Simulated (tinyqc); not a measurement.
Weibull analysis of times to dielectric breakdown, with area scaling: one step of the calculation.

Breakdown times follow F(t) = 1 - exp(-(t/t63)^beta). The 12 times below were drawn at random from beta = 2.7, t63 = 1400 s and are treated as data; all samples failed.

Task. Likelihood estimate of beta. Maximum likelihood: a(beta) = 1/beta with a = sum t^beta ln t/sum t^beta - mean ln t. Newton step: beta(new) = beta - [a - 1/beta]/[v + 1/beta^2], v the variance of ln t under the weights t^beta.

```
i,t (s)
1,312
2,571
3,639
4,653
5,874
6,912
7,1040
8,1040
9,1170
10,1270
11,1620
12,1850
```

beta at the start = 2.3

Wanted: beta after iteration 1.

Result.

beta after iteration 1 = 2.521

Program tinyqc, `OMP_NUM_THREADS=1 python tinyqc.py 2070157 2070158 out.jsonl`; Intel Xeon 2.30GHz, shared host, one thread, about 0.01 s.
